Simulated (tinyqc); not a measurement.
Inside a calculation: strained quantum well: band edges, subbands and transparency. Values are carried at full precision from step to step, so a last printed digit may differ when a step is redone from the rounded ones.

Growth on (001), barriers unstrained: tr(e) = e (2 - nu2), Z = b e (1 + nu2); Ec = Ev + Eg + ac tr(e), E_HH = Ev + av tr(e) + Z, E_LH = Ev + av tr(e) - Z (coupling to the split-off band left out).

Constants: hbar^2/2m0 = 3.80998211 eV angstrom^2; hc = 1239.841984 eV nm; kB = 8.617333262e-05 eV/K.

Inputs chosen for the exercise (near those of a GaAsP/AlGaAs well; not measured data):
- e = 0.0021 (strain in the plane)
- nu2 = 0.924 (2 C12/C11)
- Eg = 1.498 eV (unstrained gap of the well)
- Ev = -0.828 eV (its valence edge)
- ac = -7.23 eV
- av = 1.19 eV (Ev moves by av tr(e))
- b = -1.98 eV (shear potential)
- Egb = 1.922 eV (gap of the barrier)
- Evb = -1 eV (its valence edge)
- L = 108 angstrom (well width)
- me = 0.0708 m0 (electron mass)
- g1 = 6.8 (gamma1)
- g2 = 1.97 (gamma2)
- meb = 0.1 m0
- g1b = 5.7
- g2b = 1.6
- T = 300 K (temperature)
- Br = 2.4 x 1e-4 cm^2/s (two-dimensional radiative coefficient)

## Strained band edges and offsets

Give tr(e), Z, the edges Ec, E_HH, E_LH and the well depths against the barrier.

tr(e) = 0.00226
Z = -0.0080 eV

Ec, E_HH, E_LH (eV): 0.6537  -0.8333  -0.8173

depths for e, HH, LH (eV): 0.2683  0.1667  0.1827

The well is under tension, which puts LH on top, by 16 meV; the gap becomes 1.4710 eV, -27 meV from the unstrained one.

## Subband edges

Masses along z: me, 1/(g1 - 2 g2) for HH, 1/(g1 + 2 g2) for LH, likewise in the barrier; in the plane me, 1/(g1 + g2) for HH and 1/(g1 - g2) for LH (no mixing, which understates the hole masses away from k = 0). Level n solves k L + 2 atan[(k/m)/(kappa/mb)] = n pi, k = sqrt(m E/c), kappa = sqrt(mb (V - E)/c), c = hbar^2/2m0.

Up to three electron, four HH and two LH levels, on the common energy scale, with their masses in the plane.

Subbands:
```
level   E (eV)  m in the plane
e1      0.6801          0.0708
e2      0.7583          0.0708
e3      0.8790          0.0708
lh1    -0.8375          0.2070
hh1    -0.8402          0.1140
hh2    -0.8606          0.1140
hh3    -0.8941          0.1140
lh2    -0.8965          0.2070
hh4    -0.9394          0.1140
```

lowest transition = 1.5176 eV
wavelength hc/E = 817.0 nm

The top hole level is lh1, so the edge is mainly TM polarised; hh1 lies 3 meV lower, within kT at room temperature, so both polarisations contribute.

## Transparency density

Transparency (Bernard-Duraffourg): Fc - Fv equals the lowest transition energy with n = p, n = sum m/(2 pi c) kB T ln(1 + exp((Fc - E)/kB T)) and p likewise over the listed subbands; c = hbar^2/2m0, 1/angstrom^2 = 1e16/cm^2.

Solve for u = (Fc - e1)/kB T; give n_tr, the share of holes in the top subband and the current e Br n_tr^2 (e = 1.602177e-19 C).

u = 1.149
n_tr = 1.199 x 1e12/cm^2
share = 0.514
current density = 55.3 A/cm^2

For mirror-image bands u = 0 and n_tr = me kB T ln2/(2 pi c) = 0.530 x 1e12/cm^2; the heavier or more numerous hole states raise it by a factor 2.26.

## Checks

- Transparency for equal single subbands against m kB T ln2/(2 pi c): both 0.3743.

Program tinyqc; command `OMP_NUM_THREADS=1 python tinyqc.py 1251280 1251281 out.jsonl`; about 0.01 s on one thread of a shared Intel(R) Xeon(R) Processor @ 2.30GHz.
